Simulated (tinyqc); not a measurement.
Zigzag graphene nanoribbon in tight binding, step by step. Values are carried at full precision from step to step, so a last printed digit may differ when a step is redone from the rounded ones.

A zigzag ribbon of N chains, sites A1, B1, A2, ..., BN across it. For each k it is a chain with bonds -2t cos(k/2) (A_n to B_n) and -t (B_n to A_(n+1)), and +D, -D on A and B. A1 and BN are the edge sites; the Dirac points project to k = 2 pi/3.

Inputs chosen for the exercise (near those used for graphene; shifted at random, so the results belong to these values and not to a real crystal): t = 2.67 eV (hopping); N = 3 (zigzag chains); D = 0 eV (sublattice potential, +D on A and -D on B); k = 2.46 (k times the period sqrt3 acc); acc = 1.42 angstrom (bond length).

## The chain at this k

Form the k-dependent bond and the matrix.

2 cos(k/2) = 0.66848

H(k) (eV), lower triangle:
```
         A1       B1       A2       B2       A3  B3
A1        0
B1  -1.7848        0
A2        0  -2.6700        0
B2        0        0  -1.7848        0
A3        0        0        0  -2.6700        0
B3        0        0        0        0  -1.7848   0
```

An edge state of the finite ribbon needs 2 cos(k/2) < N/(N + 1) = 0.7500: it exists here.

## Levels and where the middle pair lives

Diagonalise H; average the weights of the two middle levels.

levels (eV): -4.0055  -2.7390  -0.5183  0.5183  2.7390  4.0055

weights: A1 0.343, B1 0.029, A2 0.128, B2 0.128, A3 0.029, B3 0.343

The two edge sites hold 68.5 % of the middle pair, against 33.3 % for an even spread.

## The edge state from the half-plane solution

On a half plane the state lives on one sublattice with amplitudes (-x)^n, x = 2 cos(k/2): weight 1 - x^2 on the edge site, decay length -1.5 acc/ln x of the amplitude. The two edges mix to |E| = sqrt(D^2 + e^2), e about t x^N (1 - x^2).

edge weight = 0.5531
decay length = 5.289 angstrom
e = 0.4412 eV
|E| = 0.4412 eV

Diagonalising the chain of 6 sites gives |E| = 0.5183 eV; the estimate is -14.9 % from it, since it drops terms of order x^(2N).

## Checks

- Level at k = pi next to the edge pair against sqrt(t^2 + D^2): both 2.67000.

Computed by tinyqc, a small Python program: `OMP_NUM_THREADS=1 python tinyqc.py 1451032 1451033 out.jsonl` (the numbers bound the seed that draws the inputs); one thread of a shared host (Intel(R) Xeon(R) Processor @ 2.30GHz), about 0.01 s for the whole set of steps.
